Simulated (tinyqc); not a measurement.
# Hexagonal on-chip spiral inductor, lumped pi model: effects of single changes

Outer diameter do = di + 2 n wd + 2 (n - 1) sp, mean da = (do + di)/2, fill p = (do - di)/(do + di), length l = 3.464 n da. L = 2.33 mu0 n^2 da/(1 + 3.82 p), mu0 = 4 pi 1e-7 H/m. Rs = rho l/(wd delta (1 - exp(-th/delta))), delta = sqrt(rho/(pi f mu0)). Cs = n wd^2 eps0 eo/hu across the coil. At each end Cox = l wd eps0 eo/(2 ho) leads to the substrate branch Rsi = 2 rs he/(l wd) in parallel with Csi = l wd eps0 11.7/(2 he). With one end grounded Y = 1/(Rs + i w L) + i w Cs + 1/[1/(i w Cox) + 1/(1/Rsi + i w Csi)], w = 2 pi f; Q = -Im Y/Re Y. Eddy currents in neighbouring turns and in the substrate are left out.

Parameters, values chosen for the exercise; values of the order met in silicon radio-frequency processes:

| symbol | value | unit | meaning |
|---|---|---|---|
| n | 1.5 |  | number of turns |
| wd | 10 | um | line width |
| sp | 2 | um | space between turns |
| di | 140 | um | inner diameter |
| th | 3 | um | metal thickness |
| rho | 3 | uohm cm | metal resistivity |
| ho | 6.7 | um | oxide below the coil |
| hu | 1.3 | um | oxide between coil and underpass |
| eo | 3 |  | relative permittivity of the oxide |
| rs | 100 | ohm cm | substrate resistivity |
| he | 50 | um | effective spreading depth in the substrate |
| f | 5.1 | GHz | frequency |

Constants: eps0 = 8.8541878128e-12 F/m. Results are converted to the units shown.

Each table varies one quantity; the others keep the values above.

## Quality factor against frequency

Apparent inductance Im(1/Y)/w; share of the loss Re(substrate branch)/Re Y.

Result of one run:
```
f (GHz),Rs (ohm),w L/Rs,Q,apparent inductance (nH),loss in the substrate (%)
4.6,2.095,10.19,10.06,0.7423,0.7519
```

What becomes of these results when the frequency f is changed from 4.6 to 12 GHz, all else the same?

Result of the changed run:
```
f (GHz),Rs (ohm),w L/Rs,Q,apparent inductance (nH),loss in the substrate (%)
12,3.128,17.80,16.58,0.7658,3.353
```

The whole series:
```
f (GHz),Rs (ohm),w L/Rs,Q,apparent inductance (nH),loss in the substrate (%)
1.1,1.359,3.754,3.751,0.7386,0.05831
1.7,1.517,5.198,5.187,0.7389,0.1354
2.8,1.761,7.376,7.337,0.7398,0.3284
4.6,2.095,10.19,10.06,0.7423,0.7519
7.5,2.545,13.67,13.26,0.7488,1.637
12,3.128,17.80,16.58,0.7658,3.353
20,3.976,23.34,19.52,0.8201,7.047
33,5.077,30.16,18.88,1.014,13.91
54,6.485,38.64,7.795,2.691,25.30
```

Q goes from 3.75 through a maximum of 19.5 (at f = 20 GHz among the rows listed) to 7.80; the exact peak is 20.0 at 24.9 GHz and Q reaches zero at the self-resonance, 63.2 GHz. The share of the substrate rises from 0.0583 to 25.3 %, and the apparent inductance ends at 3.64 times L. At the peak the substrate takes 9.56 % of the loss. For f = 33, 54 the coil is longer than 0.15 of a wavelength in the oxide, where one lumped section is rough.

## Effect of the number of turns

Same model as above.

Peak Q and its frequency from a search over f; self-resonance where Im Y = 0; Q at the given f (negative beyond resonance).

Results:
```
n,L (nH),do (um),peak Q,f of the peak (GHz),self-resonance (GHz),Q at f
1.5,0.7384,172.0,19.96,24.90,63.21,10.69
2.5,1.878,196.0,17.40,10.84,29.96,14.12
3.5,3.492,220.0,14.87,6.124,18.14,14.63
4.5,5.595,244.0,12.73,3.924,12.36,12.20
6.5,11.40,292.0,9.592,1.962,6.892,4.017
8.5,19.59,340.0,7.603,1.135,4.399,-1.535
```

Estimate the missing row, n = 5.5.

Computed row:
```
n,L (nH),do (um),peak Q,f of the peak (GHz),self-resonance (GHz),Q at f
5.5,8.219,268.0,10.99,2.708,9.020,8.115
```

With this row back in the table: As n goes from 1.5 to 8.5, L rises from 0.738 to 19.6 nH, the peak Q falls from 20.0 to 7.60, its frequency falls from 24.9 to 1.14 GHz and the self-resonance falls from 63.2 to 4.40 GHz.

Numbers from tinyqc (`OMP_NUM_THREADS=1 python tinyqc.py 2302215 2302216 out.jsonl`; about 0.01 s on one thread of a shared Intel Xeon 2.30GHz).
